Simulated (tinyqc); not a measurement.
The integration grid: Kohn-Sham SCAN on finer and finer grids in the 6-311g basis, for H2, spin multiplicity 3. Computed by the program tinyqc with PySCF. Self-consistent on each grid; the net force on the molecule should vanish.

Geometry (angstrom):

| atom | x | y | z |
|---|---|---|---|
| H | 0.0000 | 0.0000 | 0.0000 |
| H | 0.0000 | 0.0000 | 0.7610 |

Kohn-Sham energy on Becke grids (radial x angular points per atom):

| grid | points | residual of the electron count | E (hartree) | E - finest (mhartree) | largest net force without grid terms (hartree/bohr) |
|---|---|---|---|---|---|
| 10 x 14 | 272 | 1.16e-02 | -0.794938 | -2.148248 | 8.88e-16 |
| 15 x 26 | 768 | -6.39e-03 | -0.793748 | -0.958875 | 5.55e-16 |
| 20 x 50 | 1984 | -1.23e-04 | -0.792696 | 0.093218 | 2.22e-16 |
| 30 x 86 | 5137 | 3.25e-05 | -0.792769 | 0.020366 | 4.44e-16 |
| 50 x 194 | 19362 | -2.81e-08 | -0.792768 | 0.021291 | 4.44e-16 |
| 75 x 302 | 45240 | -1.28e-09 | -0.792777 | 0.012030 | 1.11e-16 |
| 120 x 590 | 141307 | 3.57e-11 | -0.792790 | 0.000000 | 1.11e-16 |

What does the comparison show, and why?

The energy is within 0.1 mhartree of the finest grid first at 20 x 50. The error has both signs, since quadrature is not variational. The net force vanishes by symmetry here, so only the electron count signals a poor grid.
